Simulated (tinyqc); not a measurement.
LCCD on RHF in the sto-3g basis, frozen core, for BeH2, spin multiplicity 1, step by step. One step of it, computed by the program tinyqc.

Question. LCCD: starting amplitudes. t_ij^ab = <ij||ab> / (e_i + e_j - e_a - e_b), whose energy is MP2.

orbital energies (hartree): MO1 -4.520085, MO2 -0.455786, MO3 -0.419357, MO4 0.212072, MO5 0.212072, MO6 0.456713, MO7 0.931998

Two-electron integrals over orbitals (pq|rs), unique and non-zero (hartree); the lowest 1 orbital is frozen and left out:
```
(22|22) 0.397347    (32|32) 0.164214    (33|22) 0.410650    (33|33) 0.433834
(42|42) 0.049313    (43|43) 0.014554    (44|22) 0.368446    (44|33) 0.355604
(44|44) 0.449859    (52|52) 0.049313    (53|53) 0.014554    (54|54) 0.024249
(55|22) 0.368446    (55|33) 0.355604    (55|44) 0.401360    (55|55) 0.449859
(62|22) -0.024152   (62|33) -0.047240   (62|44) 0.053058    (62|55) 0.053058
(62|62) 0.077946    (63|32) -0.094526   (63|63) 0.083551    (64|42) 0.047391
(64|64) 0.050859    (65|52) 0.047391    (65|65) 0.050859    (66|22) 0.395991
(66|33) 0.407035    (66|44) 0.366746    (66|55) 0.366746    (66|62) -0.034477
(66|66) 0.410930    (72|32) -0.044025   (72|63) 0.061255    (72|72) 0.056612
(73|22) -0.005433   (73|33) -0.020786   (73|44) 0.059847    (73|55) 0.059847
(73|62) 0.073294    (73|66) -0.025995   (73|73) 0.082649    (74|43) 0.013749
(74|74) 0.016571    (75|53) 0.013749    (75|75) 0.016571    (76|32) 0.142705
(76|63) -0.095160   (76|72) -0.055314   (76|76) 0.140532    (77|22) 0.426870
(77|33) 0.445544    (77|44) 0.390541    (77|55) 0.390541    (77|62) -0.035700
(77|66) 0.434807    (77|73) -0.010222   (77|77) 0.487285
```

Give: Starting amplitudes; correlation energy.

Answer.

Starting amplitudes (spin orbitals 1a, 1b, ...; amplitudes related by a flip of all spins are not repeated):
```
from      to       t
3a 3b  6a 6b  -0.048
2a 2b  6a 6b  -0.043
2a 2b  5a 5b  -0.037
2a 2b  4a 4b  -0.037
2a 3b  6a 7b  -0.032
3a 3b  7a 7b  -0.031
2a 3b  6b 7a   0.027
2a 2b  7a 7b  -0.020
3a 3b  4a 4b  -0.012
3a 3b  5a 5b  -0.012
2a 3a  6a 7a  -0.005
```

correlation energy = -0.02316 hartree
